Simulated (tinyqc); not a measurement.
# Diffused layer (Gaussian), carriers, mobility and sheet resistance with incomplete ionisation: two studies

A p-type layer from the surface x = 0 to the junction xj, N(x) = N0 exp(-(x/Ld)^2). Local neutrality (no depletion at surface or junction, no spilling of carriers), intrinsic carriers neglected, Boltzmann statistics.

Values chosen for this exercise; values close to those of boron in silicon over an n-type background:
```
symbol,value,unit,meaning
T,300,K,temperature
Nb,1e15,cm^-3,background doping of the opposite type
N0,7.1e17,cm^-3,peak chemical concentration
m1,43.7,cm^2/(V s),mobility limit at high doping
m2,487,cm^2/(V s),"mobility limit at low doping, at 300 K"
Nr,2.2e17,cm^-3,reference doping of the mobility law
am,0.738,,exponent of the mobility law
bt,2,,temperature exponent of m2
Ns,1.93e20,cm^-3,solubility limit of active dopant
NB,2.67e19,cm^-3,valence-band density of states at T
Ei,0.0461,eV,ionisation energy in the dilute limit
gd,4,,degeneracy factor of the level
ks,0,eV cm,lowering of Ei per N^(1/3)
Ld,21,nm,diffusion length 2 sqrt(D t)
```

Constants: q = 1.602176634e-19 C, kB = 1.380649e-23 J/K, Vt = kB T/q. Results are converted to the units shown.

Each table varies one quantity; the others keep the values above.

## Effect of the peak chemical concentration

xj = Ld sqrt(ln(N0/Nb)). Active dopant A = min(N, Ns); p solves p (p + Nb)/(A - Nb - p) = K, K = (NB/gd) exp(-E/Vt), E = max(Ei - ks A^(1/3), 0), so p = 2 K (A - Nb)/[Nb + K + sqrt((Nb + K)^2 + 4 K (A - Nb))]; mobility mu = m1 + (m2 (T/300 K)^(-bt) - m1)/(1 + ((A + Nb)/Nr)^am). Dose = integral of N, carrier sheet density = integral of p, 1/Rs = q integral of p mu, mean mobility 1/(q Rs sheet density), Hall mobility (unit Hall factor) = integral of p mu^2 over integral of p mu, Hall sheet density = (integral of p mu)^2/integral of p mu^2; all from 0 to xj. Integrals on 4000 steps.

Effect of the peak chemical concentration:
```
N0 (cm^-3),xj (nm),dose (cm^-2),carriers (cm^-2),Rs (ohm/square),mean mobility (cm^2/(V s)),Rs xj (ohm nm),Hall/true sheet density
1e16,31.87,1.802e10,1.473e10,9.412e5,450.2,2.999e7,0.9997
2e16,36.35,3.669e10,3.263e10,4.423e5,432.5,1.608e7,0.9992
4.2e16,40.60,7.768e10,7.173e10,2.154e5,404.1,8.743e6,0.9974
8.5e16,44.26,1.577e11,1.459e11,1.167e5,366.6,5.167e6,0.9933
1.7e17,47.59,3.160e11,2.839e11,6.857e4,320.6,3.263e6,0.9848
3.5e17,50.83,6.510e11,5.475e11,4.264e4,267.4,2.167e6,0.9681
7.2e17,53.87,1.340e12,1.010e12,2.874e4,215.0,1.548e6,0.9416
1.5e18,56.79,2.791e12,1.796e12,2.064e4,168.4,1.172e6,0.9057
3e18,59.42,5.583e12,2.969e12,1.580e4,133.1,9.386e5,0.8690
```

As N0 goes from 1e16 to 3e18, xj rises from 31.9 to 59.4 nm, Rs falls from 9.41e5 to 15800 ohm/square, the mean mobility falls from 450 to 133 cm^2/(V s) and the share of the dose that conducts goes from 81.8 through a maximum of 92.5 (at N0 = 8.5e16 among the rows listed) to 53.2 %. Rs goes as dose^(-1.06) at the low end and dose^(-0.39) at the high end; constant mobility and activation would give -1.

## Effect of the background doping of the opposite type

Same model as above.

xj = Ld sqrt(ln(N0/Nb)). Integrals on 4000 steps.

Effect of the background doping of the opposite type:
```
Nb (cm^-3),xj (nm),dose (cm^-2),carriers (cm^-2),Rs (ohm/square),mean mobility (cm^2/(V s)),Rs xj (ohm nm),Hall/true sheet density
1e14,62.54,1.321e12,1.003e12,2.871e4,216.7,1.795e6,0.9400
2.6e14,59.07,1.321e12,1.002e12,2.875e4,216.6,1.698e6,0.9405
7e14,55.25,1.321e12,1.000e12,2.887e4,216.2,1.595e6,0.9415
1.8e15,51.34,1.321e12,9.948e11,2.913e4,215.4,1.496e6,0.9438
4.8e15,46.94,1.319e12,9.819e11,2.978e4,213.5,1.398e6,0.9484
1.3e16,42.00,1.315e12,9.503e11,3.138e4,209.3,1.318e6,0.9569
3.4e16,36.61,1.303e12,8.804e11,3.520e4,201.4,1.289e6,0.9697
8.9e16,30.26,1.266e12,7.297e11,4.562e4,187.5,1.381e6,0.9847
```

As Nb goes from 1e14 to 8.9e16, xj falls from 62.5 to 30.3 nm, Rs rises from 28700 to 45600 ohm/square, the mean mobility falls from 217 to 187 cm^2/(V s) and the share of the dose that conducts falls from 75.9 to 57.6 %.

Numbers from tinyqc (`OMP_NUM_THREADS=1 python tinyqc.py 2110072 2110073 out.jsonl`; about 0.01 s on one thread of a shared Intel Xeon 2.30GHz).
